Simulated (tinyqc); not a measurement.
Inside a calculation. Model: global model of a low-pressure process discharge: electron temperature, density, ion flux and ion energy. Computed by tinyqc, a small Python program that keeps every step. Command: `OMP_NUM_THREADS=1 python tinyqc.py 3114244 3114245 out.jsonl plasma walk`. One thread of a shared host (Intel(R) Xeon(R) Processor @ 2.30GHz), about 0.01 s of CPU time with the checks. Intermediate numbers are printed to about 7 digits and carried at full precision; extremes and crossings named in words are read from the listed rows.

Maxwellian electrons with temperature T_e in eV, one positive ion, no negative ions, uniform bulk density n; rate constants have the Arrhenius form.

Inputs (values chosen for the exercise, of the order of those of an inductive discharge in a simple atomic gas):
```
quantity                          value   unit
ion mass M                           40      u
ionisation prefactor K0         7.4e-14  m^3/s
ionisation energy E_iz             15.6     eV
excitation prefactor X0           9e-15  m^3/s
excitation energy E_ex             8.23     eV
elastic rate constant K_el      5.1e-14  m^3/s
ion-neutral cross section       9.9e-19    m^2
pressure p                          1.4     Pa
gas temperature T_g                 500      K
radius R                             17     cm
height L                             13     cm
absorbed power P                    870      W
bias power P_b                       20      W
radius of the biased electrode       10     cm
bias frequency                       60    MHz
mixing                              0.2      -
```

Constants: k_B = 1.380649e-23 J/K; e = 1.602176634e-19 C; u = 1.6605390666e-27 kg; m_0 = 9.1093837015e-31 kg; eps_0 = 8.8541878128e-12 F/m.

## Geometry factors

n_g = p/(k_B T_g); lambda_i = 1/(n_g sigma); h_L = 0.86/sqrt(3 + L/(2 lambda_i)), h_R = 0.8/sqrt(4 + R/lambda_i); A_eff = 2 pi R^2 h_L + 2 pi R L h_R; d_eff = pi R^2 L/A_eff.

gas density n_g = 2.028032e+20 1/m^3

ion mean free path = 0.4980696 cm

h_L = 0.2146623

h_R = 0.1295527

A_eff = 569.6873 cm^2

d_eff = 20.71832 cm

## A fixed-point cycle for T_e

Particle balance: K0 exp(-E_iz/T_e) n_g d_eff = u_B, u_B = sqrt(e T_e/M). Cycle: T_out = T sqrt(loss/creation) with loss/creation = u_B/(K0 exp(-E_iz/T) n_g d_eff); T -> T + mixing (T_out - T), kept between 0.3 and 60 eV, from 3 eV; stop at |T_out - T| < 1e-9 eV or after 60 steps.

Course:
```
step    T (eV)  T_out (eV)  residual (eV)
0     3.000000    1.188056  -1.811944e+00
1     2.637611    1.445733  -1.191878e+00
2     2.399236    1.722930  -6.763055e-01
3     2.263975    1.945899  -3.180755e-01
4     2.200359    2.074468  -1.258918e-01
5     2.175181    2.130489  -4.469211e-02
6     2.166243    2.151146  -1.509686e-02
...        ...         ...            ...
15    2.161731    2.161731  -6.796187e-07
16    2.161731    2.161731  -2.231570e-07
17    2.161731    2.161731  -7.327499e-08
18    2.161731    2.161731  -2.406029e-08
19    2.161731    2.161731  -7.900345e-09
20    2.161731    2.161731  -2.594127e-09
21    2.161731    2.161731  -8.517977e-10
```

last residual = 8.517977e-10 eV

Converged in 22 steps.

## Electron temperature

Root found by bracketing.

T_e = 2.161731 eV

Bohm velocity u_B = 2283.502 m/s

K_iz = 5.434658e-17 m^3/s

## Energy per pair and density

E_c = E_iz + (X0 exp(-E_ex/T_e) E_ex + K_el (3 m_0/M) T_e)/K_iz; wall potential V_s = (T_e/2) ln(M/(2 pi m_0)); E_T = E_c + 2 T_e + T_e/2 + V_s; n = P/(e u_B A_eff E_T); ion current density J = e h_L n u_B; ionised share n/n_g.

collisional loss per pair E_c = 45.95628 eV

wall potential V_s = 10.11602 V

E_T = 61.47663 eV

plasma density n = 6.789860e+11 1/cm^3

ion current density J = 5.332470 mA/cm^2

ionised share = 0.003348005

Collisions take 75 % of the power and the walls the rest. T_e came from the particle balance alone; the power sets only n.

## Biased electrode

All bias power goes to ions: V_b = P_b/(J pi r^2). Debye length at the sheath edge lambda_D = sqrt(eps_0 T_e/(e h_L n)); Child-law sheath s = (sqrt2/3) lambda_D (2 V/T_e)^(3/4), V = V_b + V_s; ion transit time tau_i = 3 s sqrt(M/(2 e V)); collisions in the sheath s/lambda_i.

bias voltage V_b = 11.93855 V

lambda_D = 28.62937 micrometre

sheath width s = 0.1295689 mm

ion transit time = 37.68400 ns

transit time over bias period = 2.261040

s/lambda_i = 0.02601421

The sheath is nearly free of collisions.

## Pressure series at fixed power

n_g = p/(k_B T_g), lambda_i = 1/(n_g sigma), K_iz = K0 exp(-E_iz/T_e), h_L = 0.86/sqrt(3 + L/(2 lambda_i)), h_R = 0.8/sqrt(4 + R/lambda_i), A_eff = 2 pi R^2 h_L + 2 pi R L h_R and d_eff = pi R^2 L/A_eff follow p. E_c = E_iz + (X0 exp(-E_ex/T_e) E_ex + K_el (3 m_0/M) T_e)/K_iz; E_T = E_c + (5/2) T_e + (T_e/2) ln(M/(2 pi m_0)); n = P/(e u_B A_eff E_T); J = e h_L n u_B. Pressures without a root below 2 E_iz are left out.

Against pressure:
```
p (Pa)  T_e (eV)  E_c (eV)  E_T (eV)    n (1/cm^3)  J (mA/cm^2)
0.1     4.533250   20.6911   53.2380  2.517265e+11     5.783985
0.2     3.561282   23.5363   49.1048  3.490506e+11     6.391299
0.5     2.747298   30.2602   49.9847  5.022151e+11     6.435964
1.0     2.326207   39.4422   56.1434  6.248913e+11     5.810356
2.0     2.009492   54.9286   69.3560  7.278157e+11     4.745820
5.0     1.698514   92.7795  104.9741  7.968296e+11     3.155233
10.0    1.519456  144.7542  155.6633  7.930159e+11     2.132600
20.0    1.374448  232.2968  242.1647  7.529168e+11     1.372434
```

T_e falls from 4.53 to 1.37 eV, n changes by a factor 3.0 and J by 0.24; in J = P h_L/(A_eff E_T), E_T changes by a factor 4.55 and is least at 0.2 Pa, between wall losses at high T_e and excitation losses at low T_e.

Checks made by the program: cycle against bracketing (relative difference below 1e-10).
